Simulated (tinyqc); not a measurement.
Trap density from two Hall measurements.

Question. p-type body, charge-sheet picture, full ionisation (an idealisation for deep acceptors), Boltzmann statistics for free electrons. e = Ec - EF at the surface. psi = Eg - Vt ln(Nv/Na) - e; N_dep = sqrt(2 eps0 eps_r Na (psi - Vt)/q); n_f = sqrt(N_dep^2 + 2 eps0 eps_r Vt Nc exp(-e/Vt)/q) - N_dep; Vg = Vfb + psi + q (N_dep + n_t + n_f)/Cox, Cox = eps0 eox/tox. Find e and n_t at both points and the mean trap density between them.

Parameters, values chosen for the exercise; band and dielectric values close to those of 4H silicon carbide:
```
symbol,value,unit,meaning
T,300,K,temperature
Eg,3.26,eV,band gap
eps_r,9.77,,relative permittivity
Nc,1.71e19,cm^-3,conduction-band density of states at T
Nv,2.45e19,cm^-3,valence-band density of states at T
eox,3.9,,relative permittivity of the insulator
tox,40,nm,insulator thickness
Na,8e15,cm^-3,acceptor density
Vfb,-2.18,V,flat-band voltage without trapped charge
```

Constants: q = 1.602176634e-19 C, kB = 1.380649e-23 J/K, Vt = kB T/q, eps0 = 8.8541878128e-14 F/cm where lengths are in cm. Results are converted to the units shown.

Vg (V): 1.9258806  3.0887266
free sheet density from the Hall effect (cm^-2): 6.9104863e9  2.9551365e11

Solution. Each n_f fixes e; what the gate voltage holds beyond psi, N_dep and n_f is trapped; the difference quotient is the density, smeared over a few Vt.

e (eV): 0.1690  0.06500
n_t (cm^-2): 1.549e11  4.278e11
mean trap density = 2.625e12 cm^-2 eV^-1

tinyqc, about 0.02 s, one thread, Intel Xeon 2.30GHz (shared host): `OMP_NUM_THREADS=1 python tinyqc.py 2222139 2222140 out.jsonl`
